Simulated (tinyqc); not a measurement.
p-n diode, drift-diffusion by the Gummel loop with Scharfetter-Gummel fluxes: two steps of the calculation.

Abrupt junction at x = 0, p side from -Lp, n side to Ln, ohmic contacts. psi is counted from the intrinsic level; n = ni exp((psi - phin)/Vt), p = ni exp((phip - psi)/Vt). Contacts: p side psi = V - Vt ln(Na/ni), p = Na, n = ni^2/Na; n side psi = Vt ln(Nd/ni), n = Nd, p = ni^2/Nd. Constant mobilities, D = mu Vt, Boltzmann statistics, SRH recombination through a mid-gap level, U = (n p - ni^2)/(tp (n + ni) + tn (p + ni)). Current is positive from the p contact to the n contact.

Inputs (values chosen for the exercise); band and dielectric values close to those of In0.53Ga0.47As: temperature T = 275 K; relative permittivity eps_r = 14.1; acceptor density of the p side Na = 3.1e15 cm^-3; donor density of the n side Nd = 4.7e16 cm^-3; hole mobility mup = 280 cm^2/(V s); SRH lifetime of electrons tn = 2e-7 s; SRH lifetime of holes tp = 8e-7 s; uniform generation rate G = 0 cm^-3 s^-1; bias of the p contact V = 0.56 V.

Constants: q = 1.602176634e-19 C, kB = 1.380649e-23 J/K, Vt = kB T/q, eps0 = 8.8541878128e-14 F/cm where lengths are in cm. Results are converted to the units shown.

Task 1. Poisson equation. With phin and phip held, solve a_i (psi_(i+1) - psi_i) - a_(i-1) (psi_i - psi_(i-1)) + q w_i (p_i - n_i + C_i) = 0 for the inner nodes by Newton steps to convergence; a_i = eps0 eps_r/h_i, h_i = x_(i+1) - x_i, w_i = (h_(i-1) + h_i)/2, C = -Na or +Nd.

```
node  x (nm)  phin at the start (V)  phip at the start (V)
0      -2000                   0.56                   0.56
1      -1080                      0                   0.56
2       -562                      0                   0.56
3       -275                      0                   0.56
4       -115                      0                   0.56
5        -25                      0                   0.56
6         25                      0                   0.56
7        139                      0                   0.56
8        398                      0                   0.56
9        989                      0                   0.56
10      2330                      0                   0.56
11      5400                      0                      0
```

ni = 1.6251958e11 cm^-3

Give: psi; n after Poisson; p after Poisson.

Result 1.

```
node  psi (V)  n after Poisson (cm^-3)  p after Poisson (cm^-3)
0     0.32643                 8.5202e6                3.1000e15
1     0.27836                2.0525e16                2.3569e16
2     0.27833                2.0499e16                2.3599e16
3     0.27833                2.0500e16                2.3598e16
4     0.27841                2.0568e16                2.3520e16
5     0.28059                2.2547e16                2.1456e16
6     0.30063                5.2518e16                9.2114e15
7     0.30200                5.5644e16                8.6939e15
8     0.30201                5.5687e16                8.6872e15
9     0.30201                5.5687e16                8.6872e15
10    0.30201                5.5687e16                8.6872e15
11    0.29799                4.7000e16                 5.6197e5
```

Task 2. Hole continuity. With psi and the new n held, F_i = (mup Vt/h_i) [p_(i+1) B(-d_i) - p_i B(d_i)], d_i = (psi_(i+1) - psi_i)/Vt, B(d) = d/(exp(d) - 1); solve F_i - F_(i-1) = w_i [(n_i p_i - ni^2)/den_i - G] for the new p, with den = tp (n + ni) + tn (p + ni) taken at the new n and the old p, h_i = x_(i+1) - x_i, w_i = (h_(i-1) + h_i)/2; phip = psi + Vt ln(p/ni).

```
node  x (nm)     psi (V)  new n (cm^-3)  p after Poisson (cm^-3)
0      -2000  0.32643309    8.5201984e6                   3.1e15
1      -1080  0.27836176   2.2705833e15             2.3568903e16
2       -562  0.27833143   5.2519155e15             2.3599092e16
3       -275  0.27833228   6.9066522e15             2.3598246e16
4       -115  0.27841077   7.8534885e15             2.3520212e16
5        -25  0.28058803   9.1526595e15             2.1455552e16
6         25  0.30062527   2.1771764e16             9.2114496e15
7        139  0.30199561   2.3744446e16             8.6938942e15
8        398  0.30201395   2.5256563e16             8.6871696e15
9        989  0.30201400   2.8663841e16             8.6871521e15
10      2330  0.30201383   3.6395048e16             8.6872145e15
11      5400  0.29799483         4.7e16              5.6197053e5
```

ni = 1.6251958e11 cm^-3

Wanted: new p; phip after round 1.

Result 2.

```
node  new p (cm^-3)  phip after round 1 (V)
0          3.100e15                  0.5600
1          1.955e16                  0.5556
2          1.889e16                  0.5547
3          1.850e16                  0.5542
4          1.823e16                  0.5540
5          1.652e16                  0.5538
6          7.047e15                  0.5537
7          6.505e15                  0.5531
8          6.159e15                  0.5519
9          5.384e15                  0.5487
10         3.638e15                  0.5394
11          5.620e5                  0.0000
```

Program tinyqc, `OMP_NUM_THREADS=1 python tinyqc.py 2240009 2240010 out.jsonl`; Intel Xeon 2.30GHz, shared host, one thread, about 0.1 s.
